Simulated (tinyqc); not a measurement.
Inside a calculation: Landau levels of a non-parabolic (Kane) conduction band at kz = 0. Values are carried at full precision from step to step, so a last printed digit may differ when a step is redone from the rounded ones.

In a field B along z: l = 1/sqrt((e/hbar) B) is the magnetic length, n_B = B/(h/e) the number of states per area in one level, hbar wc = 2 muB B/m for mass m in m0; 1/angstrom^2 = 1e16/cm^2.

Constants: e/hbar = 1.519267448e-05 1/(T angstrom^2); h/e = 413566.7697 T angstrom^2; muB = 5.788381798e-05 eV/T; e^2/h = 3.874045865e-05 S.

Values chosen for the exercise (near those of InAs; shifted at random, so the results belong to these values and not to a real crystal):
- B = 12.6 T (magnetic field)
- n = 4.7 x 1e11/cm^2 (electron sheet density)
- Eg = 0.407 eV (gap)
- Dso = 0.373 eV (spin-orbit splitting)
- Ep = 20.7 eV (Kane energy)

## Scales set by the field

Give l, n_B and the filling factor nu = n/n_B.

l = 72.28 angstrom
n_B = 3.0467 x 1e11/cm^2
nu = 1.543

## The lowest levels

Three-level Kane model: E = (N + 1/2) 2 muB B/m(E) + s g(E) muB B, s = +/-1/2, with 1/m(E) = 1 + (Ep/3)(2/(E + Eg) + 1/(E + Eg + Dso)) and g(E) = 2 - (2 Ep/3)(1/(E + Eg) - 1/(E + Eg + Dso)); E from the band edge, solved self-consistently; remote bands are left out, and so is the confinement energy of a real sheet, which raises m and lowers |g|.

List the eight lowest, in meV, with the gap to the next.

Levels:
```
label  E (meV)  gap above (meV)
0+      25.586            8.631
0-      34.217           44.011
1+      78.228            6.507
1-      84.736           38.490
2+     123.225            5.232
2-     128.457           34.785
3+     163.242            4.367
3-     167.610           32.068
```

The largest of these gaps, 44.01 meV, first occurs above level 0- and is kB T at 511 K.

## Where EF lies

Each listed level takes n_B electrons. At zero temperature and without broadening EF sits in the partly filled level.

Fill the listed levels in order up to nu; give the partly filled level, its energy and its filled share.

level: 0-

EF = 34.217 meV
filled share = 0.543

## Fields of the Hall plateaus

A plateau is centred where nu = n/n_B equals 1, 2, 3, 4, 5, 6; there rho_xy = h/(nu e^2).

Plateaus:
```
nu   B (T)  1/B (1/T)  rho_xy (kohm)
1   19.438     0.0514        25.8128
2    9.719     0.1029        12.9064
3    6.479     0.1543         8.6043
4    4.859     0.2058         6.4532
5    3.888     0.2572         5.1626
6    3.240     0.3087         4.3021
```

The order of the levels can change with B, but these counts hold wherever the levels are resolved.

## Checks

- Mean of the two lowest levels at 1e-4 T against muB B/m(0), as a ratio: both 1.0000.

tinyqc: `OMP_NUM_THREADS=1 python tinyqc.py 1251912 1251913 out.jsonl`; about 0.06 s, one thread, shared Intel(R) Xeon(R) Processor @ 2.30GHz.
